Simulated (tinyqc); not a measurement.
# Gain factor and gap resistance from two string resistances

Problem. At small bit-line voltage each of the 48 cells has the resistance 1/(K x) at overdrive x (no mobility reduction) in series with a gap resistance Rg. Find K, Rg and the share of the gaps at the higher overdrive.

resistance of a string of 48 equal cells at overdrives of 3.8 and 8.6 V (kohm): 963.11579  669.35814

Solution. The resistance per cell is a straight line in 1/x with slope 1/K and intercept Rg.

K = 24.0 uA/V^2
Rg = 9.10 kohm
share of the gaps = 65.3 %

Program tinyqc, `OMP_NUM_THREADS=1 python tinyqc.py 2142246 2142247 out.jsonl`; Intel Xeon 2.30GHz, shared host, one thread, about 0.3 s.
